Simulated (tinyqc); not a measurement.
Pelgrom slope, floor and doping from two device sizes.

Problem. s^2 = A^2/(L W) + s0^2, with s0 independent of size and A = (q/Cox) sqrt(Na Wd/3) from random dopants alone, Cox = 3.9 eps0/ti. Find A, s0 and Na.

Values chosen for this exercise:
```
symbol,value,unit,meaning
ti,2.1,nm,oxide-equivalent thickness in inversion
```

Constants: q = 1.602176634e-19 C, eps0 = 8.8541878128e-14 F/cm where lengths are in cm. Results are converted to the units shown.

s for gate areas 0.0018 and 0.055 um^2 (mV): [26.4057230, 7.14318999]
Wd = 31.6681518 nm

Answer. s^2 is linear in 1/area: slope A^2, intercept s0^2.

A = 1.097 mV um
s0 = 5.400 mV
Na = 1.200e18 cm^-3

Computed by the program tinyqc: `OMP_NUM_THREADS=1 python tinyqc.py 2090099 2090100 out.jsonl`, one thread of a shared Intel Xeon 2.30GHz, about 0.01 s for the whole run.
